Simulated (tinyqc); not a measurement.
Scan in temperature at fixed frequency: admittance spectroscopy and thermally stimulated current of one trap level in a depletion layer. Computed by tinyqc, a small Python program. Command: `OMP_NUM_THREADS=1 python tinyqc.py 3110543 3110544 out.jsonl admit walk`. One thread of a shared host (Intel(R) Xeon(R) Processor @ 2.30GHz), about 0.01 s of CPU time with the checks.

A Schottky junction on n-type material holds one donor-like electron trap; shallow donors are fully ionised and abrupt depletion edges are assumed.

Inputs (values chosen for the exercise, modelled on n-type germanium):
```
quantity,value,unit
dielectric constant eps,16.2,-
density-of-states mass m,0.564,m_0
shallow doping N,2e+16,1/cm^3
trap density N_t,2e+15,1/cm^3
trap depth E_t below the band,0.225,eV
capture cross section sigma,3.3e-15,cm^2
band bending V_b,0.43,V
test frequency f,100000,Hz
```

Constants: k_B = 1.380649e-23 J/K; m_0 = 9.1093837015e-31 kg; h = 6.62607015e-34 J s; k_B = 8.617333262e-05 eV/K; eps_0 = 8.8541878128e-12 F/m; e = 1.602176634e-19 C.

Method:
- N_c = 2 (2 pi m k_B T/h^2)^(3/2), v_th = sqrt(3 k_B T/m), emission rate e_n = sigma v_th N_c exp(-E_t/(k_B T)).
- Where the level crosses the Fermi level capture equals emission, so the trap follows the signal with the rate 2 e_n; G/omega peaks at omega = 2 e_n (the correction for large N_t/N is left out).
- Solve 2 e_n(T_p) = 2 pi f.
- With E_c - E_F = k_B T_p ln(N_c/N): lambda = sqrt(2 eps eps_0 (E_t - (E_c - E_F))/(e^2 N)); traps are empty and charged for x < x_t = w - lambda, and V_b = e (N w^2 + N_t x_t^2)/(2 eps eps_0). High frequency: C_hf = eps eps_0/w. Low frequency: C_lf = eps eps_0 (N + N_t)/(N w + N_t x_t).
- With x = omega/(2 e_n): C = C_hf + (C_lf - C_hf)/(1 + x^2), G/omega = (C_lf - C_hf) x/(1 + x^2); C_hf and C_lf are held at their values at T_p.

peak temperature T_p = 193.542 K

C_hf = 73.8168 nF/cm^2

C_lf = 77.7611 nF/cm^2

Admittance:
```
T (K),omega/(2 e_n),C (nF/cm^2),G/omega (nF/cm^2)
170.3,8.1419,73.875,0.4772
178.1,3.8037,74.072,0.9699
183.9,2.2468,74.469,1.4652
189.7,1.3680,75.190,1.8792
193.5,1.0034,75.782,1.9721
197.4,0.7385,76.369,1.8849
203.2,0.4778,77.028,1.5343
211.0,0.2756,77.483,1.0102
220.6,0.1471,77.677,0.5680
```

The peak of G/omega is half the step, 1.97 nF/cm^2. Its full width is near 2 ln(2 + sqrt3) k_B T_p^2/(E_t + 2 k_B T_p) = 32.9 K.

Extremes, crossings and ranges named in words are read from the listed rows.
